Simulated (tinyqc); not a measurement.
What moves the results: four-band model of biased bilayer graphene near K. A value that a table varies takes the place of the one given here.

Basis A1, B1, A2, B2, with B1 below A2; p = kx + i ky, v_j = (sqrt3/2) a g_j. Diagonal -U/2, -U/2, U/2, U/2; <A1|B1> = <A2|B2> = v0 p*, <B1|A2> = g1, <A1|B2> = v3 p, <A1|A2> = <B1|B2> = -v4 p*.

Parameters, chosen for this exercise (near those used for Bernal bilayer graphene; the results hold for these values, not for the real material): a = 2.46 angstrom (lattice constant); g0 = 3.2 eV (hopping in a layer); g1 = 0.366 eV (hopping of the dimer sites); g3 = 0 eV (skew hopping A1-B2); g4 = 0 eV (skew hopping A1-A2); U = 0.29 eV (potential difference of the layers); k = (0.047, 0.023) 1/angstrom (wave vector from K).

## Gap against bias

Closed form for g3 = g4 = 0: gap U g1/sqrt(U^2 + g1^2), ring radius as (U/2 v0) sqrt((2 g1^2 + U^2)/(g1^2 + U^2)). Last column: lowest band 3 less highest band 2 of the full matrix on a polar grid, |k| = 0 to 0.08 in steps of 0.001 1/angstrom, angles 0, 15, 30, 45, 60 degrees.

Gap:
```
U (eV),gap (eV),kg (1/angstrom),gap/U,gap on the grid (eV)
0.02,0.0200,0.0021,0.999,0.0200
0.05,0.0495,0.0052,0.991,0.0495
0.10,0.0965,0.0102,0.965,0.0965
0.15,0.1388,0.0150,0.925,0.1388
0.20,0.1755,0.0195,0.878,0.1756
0.30,0.2320,0.0278,0.773,0.2320
0.40,0.2700,0.0354,0.675,0.2701
0.60,0.3125,0.0496,0.521,0.3125
```

How do the results move?

The gap follows U while U << g1 (ratio 0.991 at 0.05 eV) and bends towards g1 = 0.366 eV, reaching 0.312 eV at 0.6. Grid and formula agree within 0.05 meV. U is the screened difference, smaller than the applied field times the layer distance.

## From parabola to cone

U = 0, along kx. Parabola: v0^2 k^2/g1. Hyperbola: sqrt(g1^2/4 + v0^2 k^2) - g1/2. Then bands 3 and 2 of the full matrix for +kx and band 3 for -kx.

Energies (eV):
```
k (1/angstrom),parabola,hyperbola,"band 3, +kx","band 2, +kx","band 3, -kx"
0.002,0.0005,0.0005,0.0005,-0.0005,0.0005
0.005,0.0032,0.0031,0.0031,-0.0031,0.0031
0.010,0.0127,0.0123,0.0123,-0.0123,0.0123
0.020,0.0508,0.0452,0.0452,-0.0452,0.0452
0.030,0.1143,0.0914,0.0914,-0.0914,0.0914
0.050,0.3175,0.2039,0.2039,-0.2039,0.2039
0.080,0.8127,0.3923,0.3923,-0.3923,0.3923
0.120,1.8286,0.6553,0.6553,-0.6553,0.6553
```

What does this show?

The parabola is 3 % above the hyperbola at 0.01 and a factor 2.79 at 0.12 1/angstrom, where the slope nears v0. With g3 = g4 = 0 the hyperbola is exact, the bands are isotropic and mirror images.

## What each parameter does

The four levels at k. Each row changes one parameter from the base and keeps the others.

Results:
```
case,band 1 (eV),band 2 (eV),band 3 (eV),band 4 (eV)
base,-0.6283,-0.1890,0.1890,0.6283
g0 = 3.36 eV,-0.6447,-0.2025,0.2025,0.6447
g1 = 0.4026 eV,-0.6511,-0.1862,0.1862,0.6511
g3 = 0.1 eV,-0.6289,-0.1875,0.1875,0.6289
g4 = 0.05 eV,-0.6324,-0.1849,0.1930,0.6243
U = 0.34 eV,-0.6430,-0.1810,0.1810,0.6430
```

What does this show?

The largest shifts from the base row, up to three for each result and ties (the steps differ in size, so this ranks the rows, not the parameters). band 1 (eV): g1 -0.0228, g0 -0.0163, U -0.0147. band 2 (eV): g0 -0.0135, U +0.0080, g4 +0.0041. band 3 (eV): g0 +0.0135, U -0.0080, g4 +0.0040. band 4 (eV): g1 +0.0228, g0 +0.0163, U +0.0147. Only g4 breaks the mirror symmetry between the upper and lower bands.

tinyqc: `OMP_NUM_THREADS=1 python tinyqc.py 1451172 1451173 out.jsonl`; about 0.03 s, one thread, shared Intel(R) Xeon(R) Processor @ 2.30GHz.
